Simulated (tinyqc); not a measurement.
Localisation length against disorder: localisation in a chain with random site energies (transfer matrices).

Hopping -t; leads with site energy 0, E = -2t cos(ka). psi_(j+1) = ((e_j - E)/t) psi_j - psi_(j-1), a product of matrices M_j = [[(e_j - E)/t, -1], [1, 0]]. For M = M_N ... M_1 the transmission is T = 4 sin^2(ka)/|M21 - M12 + M22 exp(ika) - M11 exp(-ika)|^2. Long samples draw e_j = W (x_j/2147483647 - 1/2) from x_j = 16807 x_(j-1) mod 2147483647, starting at x0. The localisation length xi, in sites, is defined by ln T = -2N/xi on average; weak disorder gives xi = 24 (4t^2 - E^2)/W^2, and the mean free path for backscattering is xi/2.

Numerical xi = N/ln sqrt(psi_(N+1)^2 + psi_N^2) for N = 20000 sites from psi_1 = 1, psi_0 = 0; its statistical error is about xi sqrt(xi/N).

Parameters, chosen for this exercise: t = 1.8 eV (hopping); E = -1.62 eV (energy); x0 = 3012 (start of the number sequence).

The same number sequence scaled by W.

xi (sites):
```
W/t   W (eV)  numerical  error  weak disorder  strong: 1/(ln(W/2t) - 1)
1.0    1.800     82.653  5.313         76.560                         -
1.5    2.700     33.639  1.380         34.027                         -
2.0    3.600     18.490  0.562         19.140                         -
3.0    5.400      8.585  0.178          8.507                         -
4.0    7.200      5.110  0.082          4.785                         -
6.0   10.800      2.660  0.031          2.127                         -
10.0  18.000      1.388  0.012          0.766                     1.641
16.0  28.800      0.893  0.006          0.299                     0.926
```

What does the comparison show?

At W = t the numerical value is 82.7 +/- 5.3 against 76.6, and at 2t 18.49 +/- 0.56 against 19.14. The weak-disorder formula is within 15 % for W/t = 1, 1.5, 2, 3 and 4; at W = 16t it gives 0.30 and the strong-disorder form 0.93, against 0.89. All states of the chain are localised; disorder only sets the length.

Computed by tinyqc, a small Python program: `OMP_NUM_THREADS=1 python tinyqc.py 1482418 1482419 out.jsonl` (the numbers bound the seed that draws the inputs); one thread of a shared host (Intel(R) Xeon(R) Processor @ 2.30GHz), about 0.07 s for the whole set of steps.
